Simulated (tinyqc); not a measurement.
# On-chip interconnect, size-dependent resistivity and RC delay: what changes with what

A rectangular line between two neighbours and two ground planes. Surface and grain-boundary scattering are added to the bulk resistivity as corrections; capacitances are parallel-plate values without fringing; inductance is ignored.

Values chosen for this exercise; metal values close to those of copper:

| symbol | value | unit | meaning |
|---|---|---|---|
| rho0 | 1.64 | uohm cm | bulk resistivity |
| lam | 39.3 | nm | bulk mean free path |
| ps | 0 |  | specular share of surface scattering |
| Rg | 0.58 |  | reflection coefficient of grain boundaries |
| gr | 1 |  | grain size over the metal width |
| wd | 61 | nm | drawn line width |
| AR | 1.8 |  | aspect ratio, height over width |
| tl | 1.6 | nm | liner on both walls and the bottom, not conducting |
| sp | 61 | nm | space to the neighbouring lines |
| hd | 89 | nm | dielectric height to the planes above and below |
| ek | 2.5 |  | relative permittivity of the dielectric |
| Mf | 1 |  | Miller factor of the neighbours |
| Lw | 120 | um | line length |
| Rd | 18000 | ohm | driver resistance |
| Cl | 4.6 | fF | load capacitance |
| rho2 | 4.8 | uohm cm | bulk resistivity of the second metal (close to rhodium) |
| lam2 | 6.95 | nm | mean free path of the second metal |
| tl2 | 0.5 | nm | liner of the second metal |

Constants: eps0 = 8.8541878128e-12 F/m. Results are converted to the units shown.

Each table varies one quantity; the others keep the values above.

## Delay against the space to the neighbouring lines

Metal width x = wd - 2 tl, height y = AR wd - tl; grain boundaries (Mayadas-Shatzkes): al = (lam/(gr x)) Rg/(1 - Rg), g = 1/[1 - 3 al/2 + 3 al^2 - 3 al^3 ln(1 + 1/al)] - 1; surfaces (Fuchs-Sondheimer, thick limit): s = (3/8) lam (1 - ps)(1/x + 1/y); rho = rho0 (1 + g + s); r = rho/(x y); c = eps0 ek (2 wd/hd + 2 Mf AR wd/sp). Elmore delay tE = Rd (c Lw + Cl) + r Lw (c Lw/2 + Cl); t50 is the time at which the far end of a ladder of 30 pi sections (half capacitances at both ends, Cl at the far end, a step applied through Rd) reaches half the step; line share r Lw/(Rd + r Lw); estimate 0.69 Rd (c Lw + Cl) + 0.38 r c Lw^2 + 0.69 r Lw Cl.

The same in every row: rho (uohm cm) = 4.406; r (ohm/um) = 7.045; line share of the resistance (%) = 4.486.

Results:

| sp (nm) | c (fF/um) | tE (ps) | t50 (ps) | estimate (ps) |
|---|---|---|---|---|
| 30 | 0.1924 | 512.0 | 356.2 | 353.9 |
| 42 | 0.1461 | 409.6 | 285.0 | 283.2 |
| 59 | 0.1127 | 335.9 | 233.7 | 232.2 |
| 82 | 0.08962 | 284.8 | 198.2 | 196.8 |
| 160 | 0.06072 | 220.9 | 153.7 | 152.7 |
| 220 | 0.05244 | 202.6 | 140.9 | 140.0 |
| 300 | 0.04655 | 189.6 | 131.9 | 131.0 |

Estimate the missing row, sp = 110 nm.

Computed row:

| sp (nm) | c (fF/um) | tE (ps) | t50 (ps) | estimate (ps) |
|---|---|---|---|---|
| 110 | 0.07453 | 251.5 | 174.9 | 173.8 |

With this row back in the table: As sp goes from 30 to 300, r stays at 7.05 ohm/um, c falls from 0.192 to 0.0465 fF/um and t50 falls from 356 to 132 ps. t50/tE stays at 0.696, and the estimate is within 0.67 % of t50.

## Two metals against line width

Metal width x = wd - 2 tl, height y = AR wd - tl; grain boundaries (Mayadas-Shatzkes): al = (lam/(gr x)) Rg/(1 - Rg), g = 1/[1 - 3 al/2 + 3 al^2 - 3 al^3 ln(1 + 1/al)] - 1; surfaces (Fuchs-Sondheimer, thick limit): s = (3/8) lam (1 - ps)(1/x + 1/y); rho = rho0 (1 + g + s); r = rho/(x y). The second metal has rho2, lam2 and tl2 in place of rho0, lam and tl; ps, Rg, gr and AR are shared.

Results:

| wd (nm) | rho, first (uohm cm) | rho, second (uohm cm) | r, first (ohm/um) | r, second (ohm/um) | ratio second/first |
|---|---|---|---|---|---|
| 6.5 | 47.42 | 19.61 | 1.423e4 | 3183 | 0.2237 |
| 8 | 33.39 | 16.50 | 5435 | 1695 | 0.3119 |
| 10 | 24.22 | 13.95 | 2172 | 885.6 | 0.4077 |
| 13 | 17.42 | 11.71 | 815.6 | 426.0 | 0.5223 |
| 17 | 12.92 | 10.01 | 322.9 | 207.9 | 0.6440 |
| 22 | 9.967 | 8.797 | 139.5 | 107.1 | 0.7679 |
| 45 | 5.440 | 6.739 | 16.39 | 19.03 | 1.161 |
| 70 | 4.041 | 6.047 | 4.862 | 6.983 | 1.436 |
| 120 | 3.030 | 5.530 | 1.210 | 2.156 | 1.782 |

Estimate the missing row, wd = 30 nm.

Computed row:

| wd (nm) | rho, first (uohm cm) | rho, second (uohm cm) | r, first (ohm/um) | r, second (ohm/um) | ratio second/first |
|---|---|---|---|---|---|
| 30 | 7.518 | 7.716 | 53.54 | 49.73 | 0.9289 |

With this row back in the table: The resistivity of the first metal falls from 47.4 to 3.03 uohm cm and that of the second goes from 19.6 to 5.53 uohm cm as the line widens. The products rho0 lam, which set the size effect, are 64.5 and 33.4 uohm cm nm. The two resistances cross at wd = 34.1 nm: below it the second metal gives the lower line resistance. For widths well under the mean free path the thick-limit surface term is only a guide.

Computed by the program tinyqc: `OMP_NUM_THREADS=1 python tinyqc.py 2100030 2100031 out.jsonl`, one thread of a shared Intel Xeon 2.30GHz, about 0.01 s for the whole run.
